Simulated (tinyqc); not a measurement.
Deformation-potential model of the Delta valleys of a conduction band: one step. Conductivity mass tensor.

Valleys with axes along x, y and z, each a pair at +k and -k. Herring-Vogt shift of a valley with unit axis a: dE = Xd tr(e) + Xu a.e.a. Non-degenerate shares n_i = exp(-dE_i/kT)/sum_j exp(-dE_j/kT). Inverse mass tensor of a valley: (1 - a a)/mt + a a/ml; the masses are taken as independent of strain.

Inputs chosen for the exercise (out of a larger set: near those of Si; not measured data): ml = 0.912 m0 (longitudinal mass); mt = 0.197 m0 (transverse mass).

shares: x 0.441442, y 0.441442, z 0.117116

Task: With one scattering time for all valleys the conductivity goes as M = sum_i n_i (inverse mass tensor of valley i); along the unit vector u, 1/m_c = u.M.u. Without stress 1/m_c = (1/ml + 2/mt)/3. Take u along [001].

Give: M; m_c along [001]; m_c without stress.

Result:

M (1/m0), rows x, y, z and columns alike:
```
[[3.319, 0.000, 0.000],
 [0.000, 3.319, 0.000],
 [0.000, 0.000, 4.610]]
```

m_c along [001] = 0.2169 m0
m_c without stress = 0.2667 m0

The repopulation alone changes the mobility along [001] by +22.9 %; with all electrons in the valleys lightest or heaviest along this direction it would change by +35 or -71 %.

tinyqc: `OMP_NUM_THREADS=1 python tinyqc.py 1080213 1080214 out.jsonl`; about 0.03 s, one thread, shared Intel(R) Xeon(R) Processor @ 2.30GHz.
